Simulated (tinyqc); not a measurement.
What moves the results: ellipsoidal valleys in the axes of a wafer and a channel. A value that a table varies takes the place of the one given here.

Valleys with axes a along [111], [1-1-1], [-11-1] and [-1-11], one whole valley each; inverse mass tensor w = 1/mt + (1/ml - 1/mt) a a. Device axes: z = nz/|nz|, x = nx/|nx|, y = z cross x; in them a = (ax, ay, az). Confinement mass mz = 1/w_zz. In the plane w_ij is replaced by u_ij = w_ij - w_iz w_jz/w_zz (i, j = x, y); density-of-states mass md = 1/sqrt(det u); conductivity mass along x mc = 1/u_xx; ballistic transport mass mx = u_yy/det u, width mass my = 1/u_yy.

Hard walls: E_n = c (n pi/t)^2/mz, c = hbar^2/2m0, n = 1, 2, 3. Non-degenerate share of a valley proportional to md sum_n exp(-E_n/kT); mean 1/mc = sum of share/mc. 1 nm = 10 angstrom.

Constants: hbar^2/2m0 = 3.80998211 eV angstrom^2; kB = 8.617333262e-05 eV/K.

Parameters, chosen for this exercise (near those of the L valleys of Ge; the results hold for these values, not for the real material):

| symbol | value | unit | meaning |
|---|---|---|---|
| ml | 1.632 | m0 | longitudinal mass |
| mt | 0.083 | m0 | transverse mass |
| t | 4.8 | nm | thickness of the film |
| T | 300 | K | temperature |
| nz | (1, 1, 1) |  | surface normal (confinement) |
| nx | (1, -1, 0) |  | channel direction |

## Wafer and channel orientation

For each face/channel: the lowest ladder (mz, number of valleys, md, E1, share) and the mean conductivity mass over all valleys.

Results:

| face/channel | mz | valleys | md | E1 (meV) | share | mean mc |
|---|---|---|---|---|---|---|
| (100)/[011] | 0.121 | 4 | 0.304 | 134.4 | 1.000 | 0.1545 |
| (110)/[1-10] | 0.226 | 2 | 0.223 | 72.2 | 0.987 | 0.0837 |
| (110)/[001] | 0.226 | 2 | 0.223 | 72.2 | 0.987 | 0.5697 |
| (001)/[110] | 0.121 | 4 | 0.304 | 134.4 | 1.000 | 0.1545 |
| (001)/[100] | 0.121 | 4 | 0.304 | 134.4 | 1.000 | 0.1545 |
| (113)/[1-10] | 0.295 | 1 | 0.195 | 55.2 | 0.903 | 0.0898 |
| (110)/[1-11] | 0.226 | 2 | 0.223 | 72.2 | 0.987 | 0.1170 |

What does this show?

The mean conductivity mass is lowest, 0.0837, for (110)/[1-10] and highest, 0.5697, for (110)/[001]; the bulk value is 0.1214. The confinement energy is lowest on the face with the heaviest mz ((113), 55 meV). The density of states of the lowest ladder, valleys times md, runs between 0.195 and 1.217; a small value limits the charge through the quantum capacitance.

## Thickness of the film

Share of the lowest ladder and mean conductivity mass.

Results:

| t (nm) | lowest E1 (meV) | spread of E1 (meV) | share of the lowest ladder | mean mc |
|---|---|---|---|---|
| 2.0 | 57.6 | 955.6 | 1.000 | 0.0830 |
| 3.0 | 25.6 | 424.7 | 1.000 | 0.0830 |
| 4.0 | 14.4 | 238.9 | 0.999 | 0.0830 |
| 5.0 | 9.2 | 152.9 | 0.976 | 0.0839 |
| 7.0 | 4.7 | 78.0 | 0.746 | 0.0943 |
| 10.0 | 2.3 | 38.2 | 0.438 | 0.1129 |
| 14.0 | 1.2 | 19.5 | 0.284 | 0.1253 |

What does this show, and why?

The spread falls as 1/t^2 and passes kT = 25.9 meV between t = 10 and 14 nm; the share of the lowest ladder goes from 1.000 to 0.284 and the mean mass goes from 0.0830 to 0.1253, against 0.1284 for equal shares, the limit of a thick film (the bulk value 3/(1/ml + 2/mt) is 0.1214; the two differ since axes are tilted in the x-z plane and in a quantised film no valley carries current across it; once scattering blurs the subbands the bulk value returns). Three subbands a valley become too few once E3 nears kT.

## What each parameter does

Lowest E1, its share and the mean conductivity mass. Each row changes one parameter from the base and keeps the others.

Results:

| case | lowest E1 (meV) | share | mean mc (m0) |
|---|---|---|---|
| base | 10.00 | 0.9851 | 0.0836 |
| ml = 1.795 m0 | 9.09 | 0.9854 | 0.0836 |
| mt = 0.075 m0 | 10.00 | 0.9923 | 0.0753 |
| t = 5.28 nm | 8.26 | 0.9589 | 0.0846 |
| T = 330 K | 10.00 | 0.9745 | 0.0840 |

What does this show?

The largest shifts from the base row, up to three for each result and ties (the steps differ in size, so this ranks the rows, not the parameters). lowest E1 (meV): t -1.74, ml -0.91; unchanged at the printed digits by mt and T. share: t -0.0262, T -0.0106, mt +0.0072. mean mc (m0): mt -0.0083, t +0.0011, T +0.0004; unchanged at the printed digits by ml.

tinyqc: `OMP_NUM_THREADS=1 python tinyqc.py 1881207 1881208 out.jsonl`; about 0.01 s, one thread, shared Intel(R) Xeon(R) Processor @ 2.30GHz.
